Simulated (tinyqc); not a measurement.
Two-step dopant diffusion (predeposition and drive-in) with a constant diffusivity: one step, computed by the program tinyqc.

Fick diffusion into a half space x > 0 whose background doping C_B is of the opposite type, so that a junction lies where C = C_B.

Problem. Predeposition. C = C_s erfc(x/(2 sqrt(D1 t1))); dose Q = 2 C_s sqrt(D1 t1/pi); the junction solves erfc(z) = C_B/C_s with x_j = 2 z sqrt(D1 t1).

Inputs (values chosen for the exercise, modelled on antimony in silicon):
```
quantity,value,unit
surface concentration C_s,2.7e+19,1/cm^3
background doping C_B,3.3e+16,1/cm^3
predeposition temperature T1,875,C
drive-in temperature T2,1075,C
```

product D1 t1 = 3.947615e-14 cm^2

Give: dose Q; z; junction depth after predeposition.

Solution.

dose Q = 6.053e+12 1/cm^2

z = 2.287

junction depth after predeposition = 0.009086 um
